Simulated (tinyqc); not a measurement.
Inside a calculation: standing waves and exposure in a photoresist film. Values are carried at full precision from step to step, so a last printed digit may differ when a step is redone from the rounded ones.

Normal incidence from air. Unexposed resist: N1 = n1 + i k1 with k1 = (A + B) lam/(4 pi), lam in micrometres. r01 = (1 - N1)/(1 + N1), t01 = 2/(1 + N1). Substrate Ns = ns + i ks: r12 = (N1 - Ns)/(N1 + Ns). With p = exp(2 pi i N1 d/lam), the field at depth z is E(z) = t01 [exp(2 pi i N1 z/lam) + r12 p^2 exp(-2 pi i N1 z/lam)]/(1 + r01 r12 p^2), the relative intensity I(z) = n1 |E(z)|^2 and the reflectance R = |(r01 + r12 p^2)/(1 + r01 r12 p^2)|^2.

Parameters, chosen for this exercise (a resist on Al, indices near tabulated ones; the results hold for these values, not for the real material): lam = 193 nm (vacuum wavelength); n1 = 1.694 (resist index); A = 0.04 1/micrometre (bleachable absorption (Dill A)); B = 0.36 1/micrometre (fixed absorption (Dill B)); d = 248 nm (resist thickness); ns = 0.109 (substrate n); ks = 2.223 (substrate k); C = 0.024 cm^2/mJ (exposure rate (Dill C)); D = 80 mJ/cm^2 (incident dose); Ld = 30 nm (diffusion length of the post-exposure bake).

## Interface coefficients

Form N1, r01, t01 and r12.

N1 = 1.69400+0.00614i
r01 = -0.2576-0.0017i
t01 = 0.7424-0.0017i
r12 = -0.2535-0.9161i
|r12|^2 = 0.9035

Next to the bottom the intensity swings by a factor ((1 + |r12|)/(1 - |r12|))^2 = 1.55e+03 between antinode and node.

## Round trip and reflectance

Form p^2, the denominator and R; the period of the standing wave is lam/(2 n1).

p^2 = -0.5482+0.7208i
1 + r01 r12 p^2 = 0.7946-0.0837i
R = 0.6177
period = 56.97 nm

The film holds 4.35 periods.

## Intensity and exposure over the lowest period

Nine depths from d - period to d. Without bleaching during the exposure the share of unexposed compound is m = exp(-C D I).

Profile:

| z (nm) | I | m |
|---|---|---|
| 191.0 | 1.853 | 0.029 |
| 198.2 | 0.333 | 0.527 |
| 205.3 | 0.097 | 0.830 |
| 212.4 | 1.282 | 0.085 |
| 219.5 | 3.194 | 0.002 |
| 226.6 | 4.712 | 0.000 |
| 233.8 | 4.948 | 0.000 |
| 240.9 | 3.762 | 0.001 |
| 248.0 | 1.849 | 0.029 |

I runs from 0.097 to 4.948 on these points, so m runs from 0.000 to 0.830; the least exposed point listed lies 42.7 nm above the bottom.

## Smoothing by the bake

Gaussian diffusion of length Ld multiplies a cosine of period L by exp(-2 pi^2 Ld^2/L^2). Give that factor, and the Ld that leaves 10 %.

factor = 0.00419
Ld for 10 % = 19.46 nm

## Checks

- R against the transfer-matrix product: both 0.61773.
- Absorption (A + B) d times the mean of I against 1 - R - T: both 0.263.

Program tinyqc; command `OMP_NUM_THREADS=1 python tinyqc.py 1652196 1652197 out.jsonl`; about 0.01 s on one thread of a shared Intel(R) Xeon(R) Processor @ 2.30GHz.
